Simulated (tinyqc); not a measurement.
Deal-Grove kinetics of thermal oxidation of silicon: one step, computed by the program tinyqc.

Oxidant diffuses through the oxide and reacts at the interface, so that dx/dt = B/(A + 2x) for the oxide thickness x.

Question. Thickness after the oxidation. tau = (x_i^2 + A x_i)/B and x = (A/2) [sqrt(1 + 4 B (t + tau)/A^2) - 1], the root of x^2 + A x = B (t + tau). Silicon consumed is 0.44 times the oxide grown; the rate is B/(A + 2x).

Inputs (values chosen for the exercise, close to those used for silicon): temperature T = 1200 C; initial oxide x_i = 0.01 um; time t = 1.9 h.

Ambient: dry oxygen. Surface: (111).

length A = 0.06907988 um

parabolic constant B = 0.05858441 um^2/h

Give: tau; oxide thickness x; silicon consumed; final growth rate.

Answer.

tau = 0.01350 h

oxide thickness x = 0.3021 um

silicon consumed = 0.1285 um

final growth rate = 0.08703 um/h

2x/A = 8.75: diffusion through the oxide limits the rate. Caution: dry oxides grow faster than Deal-Grove predicts below about 0.03 um, so a start from a thinner film underestimates the thickness (a common remedy is x_i = 0.025 um).
